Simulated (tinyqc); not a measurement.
# Memristor with linear dopant drift, Biolek window: what changes with what

A film of thickness D has a doped share x: R = Ron x + Roff (1 - x), i = v/R, dx/dt = k i F with k = mv Ron/D^2 and F = 1 - x^(2 p) for i >= 0 and 1 - (x - 1)^(2 p) for i < 0. The drive is v = V0 sin(2 pi f t). The model has no threshold and no heating.

Values chosen for this exercise:
- Ron = 100 ohm (resistance of the fully doped film)
- Roff = 16000 ohm (resistance of the undoped film)
- D = 15 nm (film thickness)
- mv = 4.1e-14 m^2/(V s) (dopant mobility)
- x0 = 0.42 (doped share at t = 0)
- V0 = 1.1 V (amplitude)
- p = 3 (window exponent)
- f = 5.2 Hz (frequency)

Each table varies one quantity; the others keep the values above.

## Effect of the amplitude on the first half period

The equation is integrated to convergence over the first half period; the lobe area is the integral of i dv, down branch less up branch.

Result of one run:
```
V0 (V),x at half period,R0/R(half period),peak i (uA),lobe area (uW)
0.51,0.4840,1.123,57.87,1.136
```

What becomes of these results when the amplitude V0 is changed from 0.51 to 1.1 V, all else the same?

Result of the changed run:
```
V0 (V),x at half period,R0/R(half period),peak i (uA),lobe area (uW)
1.1,0.5683,1.339,135.2,14.38
```

The whole series:
```
V0 (V),x at half period,R0/R(half period),peak i (uA),lobe area (uW)
0.22,0.4468,1.048,24.15,0.08273
0.37,0.4657,1.085,41.30,0.4134
0.51,0.4840,1.123,57.87,1.136
0.66,0.5042,1.168,76.30,2.599
0.81,0.5252,1.219,95.49,5.087
0.95,0.5456,1.273,114.2,8.683
1.1,0.5683,1.339,135.2,14.38
```

As V0 goes from 0.22 to 1.1 V, x at half period rises from 0.447 to 0.568, the resistance ratio rises from 1.05 to 1.34 and the lobe area rises from 0.0827 to 14.4 uW.

## Effect of the doped share at t = 0 on the first half period

Same model as above.

Effect of the doped share at t = 0 on the first half period:
```
x0,x at half period,R0/R(half period),peak i (uA),lobe area (uW)
0.02,0.1016,1.090,73.17,2.316
0.1,0.1896,1.110,80.30,3.061
0.18,0.2793,1.137,89.08,4.178
0.26,0.3716,1.176,100.2,5.941
0.34,0.4675,1.237,114.8,8.910
0.42,0.5683,1.339,135.2,14.38
```

What does the comparison show?

As x0 goes from 0.02 to 0.42, x at half period rises from 0.102 to 0.568, the resistance ratio rises from 1.09 to 1.34 and the lobe area rises from 2.32 to 14.4 uW.

Program tinyqc, `OMP_NUM_THREADS=1 python tinyqc.py 2880134 2880135 out.jsonl`; Intel Xeon 2.30GHz, shared host, one thread, about 0.2 s.
